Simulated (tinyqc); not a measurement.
# Small-signal admittance of a forward-biased p+-n diode: admittance against frequency

Holes injected into a neutral base of width wb with an ohmic contact at its end; low injection, p0 far above the equilibrium density. A small voltage v exp(i w t), w = 2 pi f, modulates the edge density by p0 v/Vt, and the small-signal density obeys Dp d2p/dx2 = (1/tau + i w) p.

L = sqrt(Dp tau); direct current J = (q Dp p0/L) coth(wb/L); k = sqrt(1 + i w tau)/L; diffusion admittance Y = (q Dp p0/Vt) k coth(k wb) = G + i w C_diff; junction capacitance C_j = sqrt(q eps0 eps_r Nd/(2 Vr)) in the depletion approximation, with the remaining barrier Vr = Vt ln(Na/p0), a rough value under forward bias; base-width modulation is left out. Measured admittance 1/[Rs + 1/(Y + i w C_j)].

Values chosen for this exercise; permittivity close to that of silicon: temperature T = 300 K; relative permittivity eps_r = 11.7; donor density of the base Nd = 1.1e17 cm^-3; hole diffusion coefficient Dp = 6.1 cm^2/s; hole lifetime tau = 7e-8 s; width of the neutral base wb = 21 um; excess hole density at the junction edge p0 = 1.3e15 cm^-3; acceptor density of the p+ side Na = 4e19 cm^-3; series resistance Rs = 0.0017 ohm cm^2.

Constants: q = 1.602176634e-19 C, kB = 1.380649e-23 J/K, Vt = kB T/q, eps0 = 8.8541878128e-14 F/cm where lengths are in cm. Results are converted to the units shown.

The same in every row: C_j (uF/cm^2) = 0.1848.

Result of one run:

| f (Hz) | w tau | G (S/cm^2) | C_diff (uF/cm^2) | measured G (S/cm^2) | measured C (uF/cm^2) | phase of the measured Y (degrees) |
|---|---|---|---|---|---|---|
| 8000 | 0.003519 | 75.45 | 2.586 | 66.88 | 2.177 | 0.09374 |

What becomes of these results when the signal frequency f is changed from 8000 to 9e6 Hz, all else the same?

Result of the changed run:

| f (Hz) | w tau | G (S/cm^2) | C_diff (uF/cm^2) | measured G (S/cm^2) | measured C (uF/cm^2) | phase of the measured Y (degrees) |
|---|---|---|---|---|---|---|
| 9e6 | 3.958 | 119.9 | 1.651 | 109.9 | 1.240 | 32.55 |

The whole series:

| f (Hz) | w tau | G (S/cm^2) | C_diff (uF/cm^2) | measured G (S/cm^2) | measured C (uF/cm^2) | phase of the measured Y (degrees) |
|---|---|---|---|---|---|---|
| 8000 | 0.003519 | 75.45 | 2.586 | 66.88 | 2.177 | 0.09374 |
| 30000 | 0.01319 | 75.46 | 2.586 | 66.88 | 2.177 | 0.3515 |
| 1e5 | 0.04398 | 75.47 | 2.586 | 66.89 | 2.176 | 1.171 |
| 5e5 | 0.2199 | 75.85 | 2.574 | 67.28 | 2.165 | 5.772 |
| 2e6 | 0.8796 | 81.10 | 2.428 | 72.52 | 2.013 | 19.23 |
| 9e6 | 3.958 | 119.9 | 1.651 | 109.9 | 1.240 | 32.55 |
| 4e7 | 17.59 | 229.5 | 0.8627 | 204.8 | 0.4912 | 31.08 |
| 2e8 | 87.96 | 501.6 | 0.3947 | 368.7 | 0.1167 | 21.69 |
| 7e8 | 307.9 | 934.7 | 0.2118 | 490.0 | 0.02559 | 12.94 |

G starts at J/Vt = 75.5 S/cm^2 and C_diff at (J tau/(2 Vt))(1 - 2 x/sinh 2x) = 2.59 uF/cm^2, x = wb/L = 3.21. Between the last two rows G goes as f^(0.50) and C_diff as f^(-0.50); the limits are 1/2 and -1/2, reached when the signal penetrates only sqrt(Dp/w). The measured C is 21 % below C_diff + C_j in the first row and 94 % below it in the last, the difference being due to Rs.

Numbers from tinyqc (`OMP_NUM_THREADS=1 python tinyqc.py 2890162 2890163 out.jsonl`; about 0.01 s on one thread of a shared Intel Xeon 2.30GHz).
